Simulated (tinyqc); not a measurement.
MOS structure on a p-type body with a surface-enhanced doping, non-linear Poisson equation by Newton steps: one step of the calculation.

One dimension, insulator interface at x = 0, acceptor density Na + N0 exp(-x/Ls), net doping C = -(acceptor density). psi is counted from the intrinsic level: n = ni exp((psi - Vb)/Vt), p = ni exp(-psi/Vt); deep in the body psi_b = -Vt ln(Na/ni). The gate acts through Cox = eps0 eox/tox and has the potential psi_G = Vg - (phiM - chi - Vt ln(Nc/ni)). Boltzmann statistics, full ionisation, classical densities, no oxide or interface charge.

Question. Scales and end potentials. ni = sqrt(Nc Nv) exp(-Eg/(2 Vt)), Eg in volts; Cox, psi_G and psi_b as defined.

Values chosen for this exercise; band and dielectric values close to those of silicon:
```
symbol,value,unit,meaning
T,350,K,temperature
Eg,1.13,eV,band gap
Nc,3.54e19,cm^-3,conduction-band density of states at T
Nv,3.38e19,cm^-3,valence-band density of states at T
chi,3.98,eV,electron affinity
Na,1.4e18,cm^-3,acceptor density deep in the body
eox,3.9,,relative permittivity of the gate insulator (close to silicon dioxide)
tox,4.4,nm,insulator thickness
phiM,4.5,eV,gate work function
Vg,1.41,V,gate voltage against the body
```

Constants: q = 1.602176634e-19 C, kB = 1.380649e-23 J/K, Vt = kB T/q, eps0 = 8.8541878128e-14 F/cm where lengths are in cm. Results are converted to the units shown.

Find: ni; Cox; psi_G; psi_b.

Answer.

ni = 2.531e11 cm^-3
Cox = 0.7848 uF/cm^2
psi_G = 1.456 V
psi_b = -0.4683 V

Program tinyqc, `OMP_NUM_THREADS=1 python tinyqc.py 2080043 2080044 out.jsonl`; Intel Xeon 2.30GHz, shared host, one thread, about 0.5 s.
